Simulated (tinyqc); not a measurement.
Solubility, supersaturation, precipitation and gettering of an impurity in a silicon-like host: one step, computed by the program tinyqc.

The wafer was saturated at T1 and is then held at T.

Task: Growing precipitates. Growing sinks: with y = r/r_f and y0 = r0/r_f, dy/dt = (1 - y^3)/(3 tau_f y), which integrates to t/tau_f = F(y) - F(y0), F(y) = (1/2) ln[(1 + y + y^2)/(1 - y)^2] - sqrt(3) arctan[(2y + 1)/sqrt(3)]; the share of the excess left is (1 - y^3)/(1 - y0^3), and C(t) = C_eq + (C0 - C_eq) x share.

Inputs (values chosen for the exercise, modelled on cobalt in silicon):
```
quantity                      value  unit
temperature of saturation T1   1325     K
anneal temperature T           1028     K
initial sink radius r0          5.8    nm
anneal time t                    18     s
```

final radius r_f = 12.76202 nm

tau_f = 3.819663 s

C_eq(T) = 2.794496e+12 1/cm^3

C0 = 3.336019e+15 1/cm^3

Give: radius at t; share of the excess left; C(t) with growing sinks.

Result:

radius at t = 12.704 nm

share of the excess left = 0.015002

C(t) with growing sinks = 5.2798e+13 1/cm^3

98.5 % of the excess has precipitated. Caution: the barrier to homogeneous nucleation is below 35 k_B T for these inputs, so new precipitates would form and outnumber the fixed sinks assumed here.
